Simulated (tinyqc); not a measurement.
Inside a calculation. Method: CCSD on RHF in the sto-6g basis, for H6, spin multiplicity 1. Computed by tinyqc, a small Python program that keeps every step (integrals from PySCF). Settings: charge = 0, multiplicity = 1, basis = sto-6g, method = RHF, energy threshold = 1e-10, iteration cap = 52, orthogonalisation = canonical, start = core, DIIS depth = 6, amplitude equations = CCSD, DIIS depth for amplitudes = 4, cap on updates = 74. Command: `OMP_NUM_THREADS=1 python tinyqc.py 27546 27547 out.jsonl` (the two numbers bound the seeds that draw the settings). One thread of a shared host (Intel(R) Xeon(R) Processor @ 2.60GHz), about 0.4 s of CPU time with the checks. The early iterations of the SCF are left out here.

## One-electron integrals

Geometry (angstrom):

| atom | x | y | z |
|---|---|---|---|
| H | 0.00000 | 0.00000 | 0.00000 |
| H | 0.00000 | 0.00000 | 0.84200 |
| H | 0.00000 | 0.00000 | 2.07600 |
| H | 0.00000 | 0.00000 | 2.91800 |
| H | 0.00000 | 0.00000 | 4.15300 |
| H | 0.00000 | 0.00000 | 4.99500 |

Basis sto-6g: exponents (1/bohr^2) and contraction coefficients of normalised primitives:

| element | l (shell) | exponent | coefficient |
|---|---|---|---|
| H | s (1) | 35.52322 | 0.00916 |
| H | s (1) | 6.51314 | 0.04936 |
| H | s (1) | 1.82214 | 0.16854 |
| H | s (1) | 0.62596 | 0.37056 |
| H | s (1) | 0.24308 | 0.41649 |
| H | s (1) | 0.10011 | 0.13033 |

Overlap, kinetic and nuclear-attraction integrals over the contracted functions; the nuclear repulsion is the sum of Za Zb / Rab.

nuclear repulsion = 4.6453504 hartree

overlap S, lower triangle:
```
         1H 1s    2H 1s    3H 1s    4H 1s    5H 1s    6H 1s
1H 1s  1.00000
2H 1s  0.59377  1.00000
3H 1s  0.10609  0.37058  1.00000
4H 1s  0.02513  0.10609  0.59377  1.00000
5H 1s  0.00239  0.01228  0.10591  0.37010  1.00000
6H 1s  0.00040  0.00239  0.02509  0.10591  0.59377  1.00000
```

kinetic energy T (hartree), lower triangle:
```
          1H 1s     2H 1s     3H 1s     4H 1s    5H 1s    6H 1s
1H 1s   0.76852
2H 1s   0.17910   0.76852
3H 1s  -0.01204   0.04707   0.76852
4H 1s  -0.00633  -0.01204   0.17910   0.76852
5H 1s  -0.00098  -0.00369  -0.01204   0.04687  0.76852
6H 1s  -0.00021  -0.00098  -0.00632  -0.01204  0.17910  0.76852
```

nuclear attraction V (hartree), lower triangle:
```
          1H 1s     2H 1s     3H 1s     4H 1s     5H 1s     6H 1s
1H 1s  -2.50144
2H 1s  -1.49655  -2.79767
3H 1s  -0.25049  -0.94054  -2.94640
4H 1s  -0.05812  -0.26190  -1.66142  -2.94614
5H 1s  -0.00526  -0.02825  -0.26143  -0.93902  -2.79722
6H 1s  -0.00085  -0.00526  -0.05801  -0.25003  -1.49638  -2.50126
```

core Hamiltonian H = T + V (hartree), lower triangle:
```
          1H 1s     2H 1s     3H 1s     4H 1s     5H 1s     6H 1s
1H 1s  -1.73292
2H 1s  -1.31745  -2.02914
3H 1s  -0.26253  -0.89346  -2.17788
4H 1s  -0.06445  -0.27394  -1.48232  -2.17762
5H 1s  -0.00624  -0.03194  -0.27347  -0.89215  -2.02870
6H 1s  -0.00106  -0.00624  -0.06433  -0.26207  -1.31728  -1.73273
```

## Two-electron integrals

Functions are numbered as in S; the eight-fold symmetry (ij|kl) = (ji|kl) = (kl|ij) leaves the list below.

Two-electron integrals (ij|kl) in chemists' order, unique and non-zero (hartree):
```
(11|11) 0.77500    (21|11) 0.38807    (21|21) 0.23477    (22|11) 0.53235
(22|21) 0.38807    (22|22) 0.77500    (31|11) 0.04834    (31|21) 0.03245
(31|22) 0.06116    (31|31) 0.00563    (32|11) 0.13328    (32|21) 0.10057
(32|22) 0.21494    (32|31) 0.02054    (32|32) 0.08296    (33|11) 0.25423
(33|21) 0.18908    (33|22) 0.40866    (33|31) 0.04834    (33|32) 0.21494
(33|33) 0.77500    (41|11) 0.00934    (41|21) 0.00635    (41|22) 0.01218
(41|31) 0.00119    (41|32) 0.00453    (41|33) 0.01218    (41|41) 0.00027
(42|11) 0.03106    (42|21) 0.02296    (42|22) 0.04834    (42|31) 0.00499
(42|32) 0.02054    (42|33) 0.06116    (42|41) 0.00119    (42|42) 0.00563
(43|11) 0.12645    (43|21) 0.09087    (43|22) 0.18908    (43|31) 0.02296
(43|32) 0.10057    (43|33) 0.38807    (43|41) 0.00635    (43|42) 0.03245
(43|43) 0.23477    (44|11) 0.18133    (44|21) 0.12645    (44|22) 0.25423
(44|31) 0.03106    (44|32) 0.13328    (44|33) 0.53235    (44|41) 0.00934
(44|42) 0.04834    (44|43) 0.38807    (44|44) 0.77500    (51|11) 0.00068
(51|21) 0.00047    (51|22) 0.00092    (51|31) 0.00009    (51|32) 0.00037
(51|33) 0.00107    (51|41) 2.27e-05   (51|42) 0.00010    (51|43) 0.00061
(51|44) 0.00100    (51|51) 2.08e-06   (52|11) 0.00283    (52|21) 0.00204
(52|22) 0.00419    (52|31) 0.00045    (52|32) 0.00185    (52|33) 0.00584
(52|41) 0.00011    (52|42) 0.00055    (52|43) 0.00345    (52|44) 0.00584
(52|51) 1.10e-05   (52|52) 0.00006    (53|11) 0.01841    (53|21) 0.01279
(53|22) 0.02560    (53|31) 0.00306    (53|32) 0.01293    (53|33) 0.04825
(53|41) 0.00087    (53|42) 0.00438    (53|43) 0.03239    (53|44) 0.06105
(53|51) 0.00009    (53|52) 0.00055    (53|53) 0.00561    (54|11) 0.05574
(54|21) 0.03777    (54|22) 0.07345    (54|31) 0.00870    (54|32) 0.03588
(54|33) 0.13307    (54|41) 0.00257    (54|42) 0.01293    (54|43) 0.10041
(54|44) 0.21459    (54|51) 0.00031    (54|52) 0.00185    (54|53) 0.02047
(54|54) 0.08272    (55|11) 0.12742    (55|21) 0.08441    (55|22) 0.15982
(55|31) 0.01844    (55|32) 0.07353    (55|33) 0.25411    (55|41) 0.00524
(55|42) 0.02564    (55|43) 0.18898    (55|44) 0.40839    (55|51) 0.00068
(55|52) 0.00419    (55|53) 0.04825    (55|54) 0.21459    (55|55) 0.77500
(61|11) 0.00009    (61|21) 0.00007    (61|22) 0.00013    (61|31) 1.38e-05
(61|32) 0.00006    (61|33) 0.00017    (61|41) 3.45e-06   (61|42) 1.62e-05
(61|43) 0.00010    (61|44) 0.00017    (61|51) 3.32e-07   (61|52) 1.81e-06
(61|53) 1.62e-05   (61|54) 0.00006    (61|55) 0.00013    (61|61) 5.46e-08
(62|11) 0.00047    (62|21) 0.00034    (62|22) 0.00068    (62|31) 0.00008
(62|32) 0.00031    (62|33) 0.00100    (62|41) 1.95e-05   (62|42) 0.00009
(62|43) 0.00061    (62|44) 0.00107    (62|51) 1.97e-06   (62|52) 1.10e-05
(62|53) 0.00010    (62|54) 0.00037    (62|55) 0.00092    (62|61) 3.32e-07
(62|62) 2.08e-06   (63|11) 0.00389    (63|21) 0.00266    (63|22) 0.00523
(63|31) 0.00062    (63|32) 0.00257    (63|33) 0.00932    (63|41) 0.00017
(63|42) 0.00087    (63|43) 0.00634    (63|44) 0.01215    (63|51) 1.95e-05
(63|52) 0.00011    (63|53) 0.00119    (63|54) 0.00451    (63|55) 0.01215
(63|61) 3.45e-06   (63|62) 2.26e-05   (63|63) 0.00027    (64|11) 0.01437
(64|21) 0.00961    (64|22) 0.01841    (64|31) 0.00215    (64|32) 0.00870
(64|33) 0.03101    (64|41) 0.00062    (64|42) 0.00306    (64|43) 0.02292
(64|44) 0.04825    (64|51) 0.00008    (64|52) 0.00045    (64|53) 0.00497
(64|54) 0.02047    (64|55) 0.06105    (64|61) 1.38e-05   (64|62) 0.00009
(64|63) 0.00119    (64|64) 0.00561    (65|11) 0.06881    (65|21) 0.04511
(65|22) 0.08441    (65|31) 0.00962    (65|32) 0.03782    (65|33) 0.12640
(65|41) 0.00267    (65|42) 0.01281    (65|43) 0.09083    (65|44) 0.18898
(65|51) 0.00034    (65|52) 0.00204    (65|53) 0.02292    (65|54) 0.10041
(65|55) 0.38807    (65|61) 0.00007    (65|62) 0.00047    (65|63) 0.00634
(65|64) 0.03239    (65|65) 0.23477    (66|11) 0.10594    (66|21) 0.06881
(66|22) 0.12742    (66|31) 0.01439    (66|32) 0.05580    (66|33) 0.18127
(66|41) 0.00390    (66|42) 0.01844    (66|43) 0.12640    (66|44) 0.25411
(66|51) 0.00047    (66|52) 0.00283    (66|53) 0.03101    (66|54) 0.13307
(66|55) 0.53235    (66|61) 0.00009    (66|62) 0.00068    (66|63) 0.00932
(66|64) 0.04825    (66|65) 0.38807    (66|66) 0.77500
```

## Orthogonalisation

S = U s U^T; canonical form X = U s^(-1/2), so that X^T S X = 1. Each column of U has its largest component positive (the first on a tie).

eigenvalues of S: 0.24956  0.35636  0.51009  1.20310  1.63391  2.04699

X:
```
              1         2         3         4         5        6
1H 1s   0.50485  -0.75651   0.63264  -0.41894  -0.37695  0.20374
2H 1s  -0.78608   0.87360  -0.43840  -0.23690  -0.38944  0.27998
3H 1s   1.06477  -0.25572  -0.62289   0.42905  -0.10870  0.35300
4H 1s  -1.06391  -0.25691   0.62307   0.42935   0.10884  0.35284
5H 1s   0.78419   0.87484   0.43821  -0.23663   0.39001  0.27954
6H 1s  -0.50368  -0.75758  -0.63229  -0.41850   0.37750  0.20340
```

## Iteration 6 (converged): orbitals

converged F (hartree), lower triangle:
```
          1H 1s     2H 1s     3H 1s     4H 1s     5H 1s     6H 1s
1H 1s  -0.31864
2H 1s  -0.55323  -0.36866
3H 1s  -0.13339  -0.30094  -0.37360
4H 1s  -0.01986  -0.13335  -0.56019  -0.37346
5H 1s  -0.00104  -0.01615  -0.13313  -0.30050  -0.36850
6H 1s  -0.00362  -0.00105  -0.01983  -0.13317  -0.55322  -0.31863
```

Diagonalise F' = X^T F X, C = X C', fill 3 alpha and 3 beta electrons from the bottom; D = 2 C_occ C_occ^T. Each column has its largest component positive (the first on a tie).

F' = X^T F X (hartree), lower triangle:
```
          1         2        3         4         5         6
1   1.01895
2   0.00007   0.65727
3   0.01243   0.00001  0.36560
4  -0.00012   0.05580  0.00001  -0.43347
5  -0.03524  -0.00001  0.00982   0.00000  -0.56402
6   0.00000   0.00982  0.00002  -0.00687   0.00003  -0.66118
```

orbital energies (hartree): MO1 -0.66149, MO2 -0.56491, MO3 -0.43607, MO4 0.36548, MO5 0.66019, MO6 1.01997

coefficients C:
```
           MO1       MO2       MO3       MO4       MO5       MO6
1H 1s  0.19685  -0.37239  -0.38648   0.61898  -0.77544   0.52468
2H 1s  0.26459  -0.40204  -0.28993  -0.42825   0.86251  -0.78515
3H 1s  0.36895  -0.07804   0.42978  -0.64354  -0.23121   1.05504
4H 1s  0.36873   0.07839   0.42994   0.64375  -0.23199  -1.05433
5H 1s  0.26392   0.40272  -0.28959   0.42804   0.86351   0.78357
6H 1s  0.19636   0.37303  -0.38606  -0.61859  -0.77637  -0.52370
```

D after iteration 6, lower triangle:
```
          1H 1s     2H 1s     3H 1s     4H 1s    5H 1s    6H 1s
1H 1s   0.65357
2H 1s   0.62770   0.63141
3H 1s  -0.12883   0.00878   0.65386
4H 1s  -0.24554  -0.11721   0.62942   0.65392
5H 1s   0.02781  -0.01624  -0.11703   0.00876  0.63139
6H 1s   0.09789   0.02782  -0.24516  -0.12867  0.62770  0.65350
```

## Convergence

Stop when the energy changes by less than 1e-10 hartree and every element of the error matrix X^T (F D S - S D F) X is below 3e-06.

Course of the cycle:

| iteration | E (hartree) | change | largest element of the error matrix |
|---|---|---|---|
| 1 | -2.9874582 | - | 5.28e-01 |
| 2 | -3.2917391 | -3.04e-01 | 3.60e-02 |
| 3 | -3.2936916 | -1.95e-03 | 8.77e-03 |
| 4 | -3.2938246 | -1.33e-04 | 2.75e-04 |
| 5 | -3.2938247 | -8.11e-08 | 8.65e-06 |
| 6 | -3.2938247 | -5.75e-11 | 1.91e-07 |

PySCF RHF in the same basis = -3.2938247 hartree

Converged in 6 iterations.

## Integrals over molecular orbitals

(pq|rs) = sum C_ip C_jq C_kr C_ls (ij|kl), one index at a time.

one-electron integrals over orbitals h = C^T H C (hartree), lower triangle:
```
          1         2         3         4         5         6
1  -2.24236
2   0.00006  -2.02384
3  -0.13846  -0.00015  -2.01050
4   0.00023  -0.16277  -0.00009  -1.61221
5  -0.07516  -0.00015   0.14485   0.00016  -1.30714
6   0.00005  -0.06128  -0.00017   0.14994   0.00003  -1.18876
```

Two-electron integrals over orbitals (pq|rs), unique and non-zero (hartree):
```
(11|11) 0.41271     (21|11) -0.00022    (21|21) 0.12850     (22|11) 0.32693
(22|21) 0.00028     (22|22) 0.38874     (31|11) 0.08138     (31|21) 0.00019
(31|22) -0.05600    (31|31) 0.12899     (32|11) 0.00027     (32|21) -0.12451
(32|22) -0.00036    (32|31) -0.00008    (32|32) 0.14291     (33|11) 0.38590
(33|21) -0.00010    (33|22) 0.34387     (33|31) 0.04457     (33|32) 0.00016
(33|33) 0.38679     (41|11) -0.00014    (41|21) 0.03624     (41|22) 3.88e-05
(41|31) -2.03e-05   (41|32) 0.00387     (41|33) 8.73e-07    (41|41) 0.08095
(42|11) 0.05605     (42|21) 2.83e-05    (42|22) -0.00308    (42|31) 0.04952
(42|32) 4.36e-05    (42|33) 0.01500     (42|41) -1.97e-05   (42|42) 0.07053
(43|11) -0.00006    (43|21) 0.06094     (43|22) 0.00013     (43|31) 0.00014
(43|32) -0.05999    (43|33) -2.96e-05   (43|41) 0.01551     (43|42) 0.00005
(43|43) 0.07575     (44|11) 0.38418     (44|21) -0.00006    (44|22) 0.34317
(44|31) 0.04056     (44|32) 0.00010     (44|33) 0.37511     (44|41) -2.46e-05
(44|42) 0.02388     (44|43) -8.26e-06   (44|44) 0.38926     (51|11) 0.00877
(51|21) -3.84e-05   (51|22) 0.02688     (51|31) -0.02253    (51|32) -6.36e-06
(51|33) -0.00957    (51|41) -0.00010    (51|42) 0.03893     (51|43) 9.62e-06
(51|44) 0.00016     (51|51) 0.04809     (52|11) -9.27e-06   (52|21) 0.02215
(52|22) 0.00007     (52|31) -3.18e-07   (52|32) 0.00473     (52|33) 1.32e-05
(52|41) 0.05561     (52|42) 0.00014     (52|43) -0.03849    (52|44) 1.46e-05
(52|51) 0.00005     (52|52) 0.08847     (53|11) -0.06418    (53|21) -3.09e-05
(53|22) -0.00264    (53|31) -0.05392    (53|32) -2.99e-05   (53|33) -0.02900
(53|41) 3.58e-05    (53|42) -0.06708    (53|43) -0.00007    (53|44) -0.02446
(53|51) -0.03368    (53|52) -0.00010    (53|53) 0.07197     (54|11) -0.00028
(54|21) 0.12489     (54|22) 0.00034     (54|31) 0.00008     (54|32) -0.13655
(54|33) -0.00016    (54|41) 0.00520     (54|42) -3.61e-05   (54|43) 0.06148
(54|44) -0.00011    (54|51) 4.10e-06    (54|52) -0.00207    (54|53) 2.93e-05
(54|54) 0.14672     (55|11) 0.34118     (55|21) 0.00019     (55|22) 0.39179
(55|31) -0.04542    (55|32) -0.00025    (55|33) 0.35496     (55|41) 2.34e-05
(55|42) 0.00206     (55|43) 0.00009     (55|44) 0.36352     (55|51) 0.02713
(55|52) 0.00007     (55|53) -0.00568    (55|54) 0.00026     (55|55) 0.41562
(61|11) 1.46e-05    (61|21) -0.00186    (61|22) -3.98e-05   (61|31) 0.00007
(61|32) -0.01391    (61|33) -1.94e-06   (61|41) -0.02913    (61|42) -4.97e-05
(61|43) -0.05063    (61|44) 2.97e-06    (61|51) -0.00006    (61|52) 0.03123
(61|53) 0.00006     (61|54) 0.01087     (61|55) -4.53e-05   (61|61) 0.06637
(62|11) 0.01458     (62|21) -2.28e-05   (62|22) 0.03213     (62|31) -0.02025
(62|32) -1.09e-05   (62|33) 0.00146     (62|41) -0.00007    (62|42) 0.03572
(62|43) -1.47e-06   (62|44) -0.00033    (62|51) 0.04428     (62|52) 0.00009
(62|53) -0.03754    (62|54) 9.08e-06    (62|55) 0.03122     (62|61) -4.75e-05
(62|62) 0.04655     (63|11) 0.00015     (63|21) -0.04021    (63|22) -4.17e-05
(63|31) 8.82e-07    (63|32) 0.00481     (63|33) 1.68e-05    (63|41) -0.07771
(63|42) 9.08e-06    (63|43) -0.01821    (63|44) 1.31e-05    (63|51) 0.00009
(63|52) -0.05563    (63|53) -3.25e-05   (63|54) -0.00459    (63|55) -2.53e-05
(63|61) 0.02897     (63|62) 0.00007     (63|63) 0.08335     (64|11) -0.08321
(64|21) -0.00014    (64|22) 0.04841     (64|31) -0.12330    (64|32) 2.70e-05
(64|33) -0.04599    (64|41) 2.63e-05    (64|42) -0.05154    (64|43) -0.00012
(64|44) -0.04555    (64|51) 0.01930     (64|52) -2.26e-07   (64|53) 0.05454
(64|54) -3.13e-05   (64|55) 0.04887     (64|61) -0.00006    (64|62) 0.01921
(64|63) -1.17e-05   (64|64) 0.13282     (65|11) -0.00022    (65|21) 0.13078
(65|22) 0.00030     (65|31) 0.00019     (65|32) -0.12829    (65|33) -0.00010
(65|41) 0.03731     (65|42) 2.79e-05    (65|43) 0.06444     (65|44) -0.00006
(65|51) -4.00e-05   (65|52) 0.02298     (65|53) -3.29e-05   (65|54) 0.13454
(65|55) 0.00022     (65|61) -0.00296    (65|62) -2.38e-05   (65|63) -0.04431
(65|64) -0.00015    (65|65) 0.14655     (66|11) 0.44002     (66|21) -0.00018
(66|22) 0.34847     (66|31) 0.08829     (66|32) 0.00024     (66|33) 0.41402
(66|41) -0.00014    (66|42) 0.06236     (66|43) -3.41e-05   (66|44) 0.41972
(66|51) 0.01022     (66|52) 2.41e-06    (66|53) -0.07244    (66|54) -0.00026
(66|55) 0.37361     (66|61) 1.54e-05    (66|62) 0.01706     (66|63) 0.00015
(66|64) -0.09676    (66|65) -0.00019    (66|66) 0.49521
```

## CCSD: starting amplitudes

t_ij^ab = <ij||ab> / (e_i + e_j - e_a - e_b), whose energy is MP2.

Starting amplitudes (spin orbitals 1a, 1b, ...; amplitudes related by a flip of all spins are not repeated; the 24 largest):

| from | to | t |
|---|---|---|
| 3a 3b | 4a 4b | -0.04725 |
| 1a 1b | 4a 4b | -0.03941 |
| 2a 2b | 4a 4b | -0.03790 |
| 2a 2b | 5a 5b | -0.03611 |
| 2a 3b | 4a 5b | 0.03310 |
| 3a 3b | 5a 5b | -0.03282 |
| 1a 3b | 4a 6b | 0.03130 |
| 3a 3b | 6a 6b | -0.02862 |
| 1a 2b | 4a 5b | -0.02469 |
| 2a 3b | 5a 6b | 0.02075 |
| 1a 3b | 4b 6a | -0.02039 |
| 1a 1b | 6a 6b | -0.01974 |
| 2a 3b | 4b 5a | -0.01899 |
| 1a 1b | 5a 5b | -0.01819 |
| 1a 2b | 4b 5a | 0.01729 |
| 1a 2b | 5a 6b | -0.01523 |
| 2a 2b | 6a 6b | -0.01468 |
| 2a 2b | 4a 6b | -0.01420 |
| 2a 3a | 4a 5a | 0.01411 |
| 2a 3b | 5b 6a | -0.01400 |
| 1a 3b | 5a 5b | 0.01393 |
| 1a 3a | 4a 6a | 0.01090 |
| 1a 1b | 4a 6b | 0.01076 |
| 1a 2b | 5b 6a | 0.01074 |

correlation energy = -0.0482341 hartree

## CCSD: amplitude update 1

t_i^a D_i^a and t_ij^ab D_ij^ab are set to the remaining terms of the spin-orbital equations, evaluated with the old amplitudes; for the doubles these are <ij||ab> + 1/2 <ab||ef> t_ij^ef + 1/2 <mn||ij> t_mn^ab + P(ij)P(ab) <mb||ej> t_im^ae + terms in t^2 + terms with t1, D the orbital-energy denominators.

Amplitudes after update 1 (spin orbitals 1a, 1b, ...; amplitudes related by a flip of all spins are not repeated; the 24 largest):

| from | to | t |
|---|---|---|
| 3a 3b | 4a 4b | -0.06798 |
| 1a 1b | 4a 4b | -0.04933 |
| 2a 2b | 5a 5b | -0.04906 |
| 2a 2b | 4a 4b | -0.04863 |
| 2a 3b | 4a 5b | 0.04630 |
| 1a 3b | 4a 6b | 0.04353 |
| 3a 3b | 5a 5b | -0.04078 |
| 3a 3b | 6a 6b | -0.03371 |
| 1a 2b | 4a 5b | -0.03214 |
| 1a 3b | 4b 6a | -0.03048 |
| 2a 3b | 4b 5a | -0.02986 |
| 2a 3b | 5a 6b | 0.02607 |
| 1a 1b | 6a 6b | -0.02596 |
| 1a 2b | 4b 5a | 0.02358 |
| 1a 1b | 5a 5b | -0.02264 |
| 2a 2b | 4a 6b | -0.02163 |
| 1a 3b | 5a 5b | 0.02142 |
| 1a 2b | 5a 6b | -0.02095 |
| 2a 3b | 5b 6a | -0.01844 |
| 2a 2b | 6a 6b | -0.01759 |
| 2a 3a | 4a 5a | 0.01643 |
| 1a 2b | 5b 6a | 0.01542 |
| 1a 1b | 4a 6b | 0.01450 |
| 1a 3a | 4a 6a | 0.01305 |

correlation energy = -0.0647964 hartree

## CCSD: convergence

E_corr = 1/4 sum <ij||ab> t_ij^ab + 1/2 sum <ij||ab> t_i^a t_j^b; stop when the norm of the change is below 1e-8.

Course of the amplitude iterations:

| update | correlation energy (hartree) | norm of the change |
|---|---|---|
| 0 | -0.0482341 | - |
| 1 | -0.0647964 | 1.05e-01 |
| 2 | -0.0707963 | 4.07e-02 |
| 3 | -0.0744223 | 1.63e-02 |
| 4 | -0.0744027 | 1.90e-03 |
| 5 | -0.0744005 | 5.69e-04 |
| 6 | -0.0744024 | 1.67e-04 |
| 7 | -0.0744036 | 4.47e-05 |
| 8 | -0.0744037 | 1.01e-05 |
| 9 | -0.0744037 | 4.16e-06 |
| 10 | -0.0744037 | 8.27e-07 |
| 11 | -0.0744037 | 2.78e-07 |
| 12 | -0.0744037 | 1.15e-07 |
| 13 | -0.0744037 | 4.60e-08 |
| 14 | -0.0744037 | 1.16e-08 |
| 15 | -0.0744037 | 3.60e-09 |

Converged amplitudes (spin orbitals 1a, 1b, ...; amplitudes related by a flip of all spins are not repeated; the 24 largest):

| from | to | t |
|---|---|---|
| 3a 3b | 4a 4b | -0.08745 |
| 2a 2b | 5a 5b | -0.05737 |
| 2a 3b | 4a 5b | 0.05509 |
| 2a 2b | 4a 4b | -0.05457 |
| 1a 1b | 4a 4b | -0.05250 |
| 1a 3b | 4a 6b | 0.05045 |
| 3a 3b | 5a 5b | -0.04463 |
| 2a 3b | 4b 5a | -0.03811 |
| 1a 3b | 4b 6a | -0.03605 |
| 1a 2b | 4a 5b | -0.03512 |
| 3a 3b | 6a 6b | -0.03463 |
| 1a 1b | 6a 6b | -0.03079 |
| 2a 3b | 5a 6b | 0.02783 |
| 1a 2b | 4b 5a | 0.02612 |
| 1a 1b | 5a 5b | -0.02552 |
| 2a 2b | 4a 6b | -0.02550 |
| 1a 3b | 5a 5b | 0.02536 |
| 1a 2b | 5a 6b | -0.02497 |
| 2a 3b | 5b 6a | -0.01993 |
| 2a 2b | 6a 6b | -0.01928 |
| 1a 2b | 5b 6a | 0.01883 |
| 2a 3a | 4a 5a | 0.01698 |
| 1a 1b | 4a 6b | 0.01625 |
| 1a 3a | 4a 6a | 0.01440 |

CCSD total energy = -3.3682285 hartree

T1 diagnostic, norm of the one-spin t1 over sqrt(correlated electrons) = 0.00122

Converged in 15 updates, with DIIS from the third.
